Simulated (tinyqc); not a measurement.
RHF in the 3-21g basis, for H3+, spin multiplicity 1, step by step (part 2 of 2). Computed by tinyqc, a small Python program that keeps every step (integrals from PySCF). Command: `OMP_NUM_THREADS=1 python tinyqc.py 31524 31525 out.jsonl` (the two numbers bound the seeds that draw the settings). One thread of a shared host (Intel(R) Xeon(R) Processor @ 2.60GHz), about 0.04 s of CPU time with the checks.

Geometry (angstrom):

| atom | x | y | z |
|---|---|---|---|
| H | 0.000000 | 0.000000 | 0.000000 |
| H | 0.000000 | 0.000000 | 0.758000 |
| H | 0.000000 | 0.000000 | -0.758000 |

## Convergence

Stop when the energy changes by less than 1e-10 hartree and every element of the error matrix X^T (F D S - S D F) X is below 3e-06.

Course of the cycle:

| iteration | E (hartree) | change | largest element of the error matrix |
|---|---|---|---|
| 1 | -1.16516684 | - | 2.50e-01 |
| 2 | -1.21400152 | -4.88e-02 | 2.69e-02 |
| 3 | -1.21488822 | -8.87e-04 | 1.03e-03 |
| 4 | -1.21489075 | -2.54e-06 | 4.68e-05 |
| 5 | -1.21489076 | -4.70e-09 | 8.54e-06 |
| 6 | -1.21489076 | -1.43e-10 | 7.99e-08 |
| 7 | -1.21489076 | -7.99e-15 | 9.58e-09 |

PySCF RHF in the same basis = -1.21489076 hartree

Converged in 7 iterations.

## Populations, bond orders and dipole

D after iteration 7, lower triangle:
```
          1H 1s     1H 2s     2H 1s     2H 2s     3H 1s     3H 2s
1H 1s  0.259409
1H 2s  0.307650  0.364862
2H 1s  0.157318  0.186574  0.095406
2H 2s  0.022809  0.027051  0.013833  0.002006
3H 1s  0.157318  0.186574  0.095406  0.013833  0.095406
3H 2s  0.022809  0.027051  0.013833  0.002006  0.013833  0.002006
```

overlap S, lower triangle:
```
          1H 1s     1H 2s     2H 1s     2H 2s     3H 1s     3H 2s
1H 1s  1.000000
1H 2s  0.645899  1.000000
2H 1s  0.387497  0.473572  1.000000
2H 2s  0.473572  0.828667  0.645899  1.000000
3H 1s  0.387497  0.473572  0.028206  0.186816  1.000000
3H 2s  0.473572  0.828667  0.186816  0.471541  0.645899  1.000000
```

Mulliken: Z minus the diagonal of D S on the atom; Loewdin: the same with S^(1/2) D S^(1/2); Mayer order: 2 sum_s sum (D(s) S)_ij (D(s) S)_ji over the two atoms.

Charges (e):

| atom | Mulliken | Loewdin |
|---|---|---|
| 1H | -0.386761 | -0.052839 |
| 2H | 0.693381 | 0.526419 |
| 3H | 0.693381 | 0.526419 |

Mayer bond orders:

| pair | order |
|---|---|
| 2-1 | 0.425208 |
| 3-1 | 0.425208 |
| 3-2 | 0.094015 |

dipole moment about the origin, x y z (debye): 0.000000  0.000000  0.000000
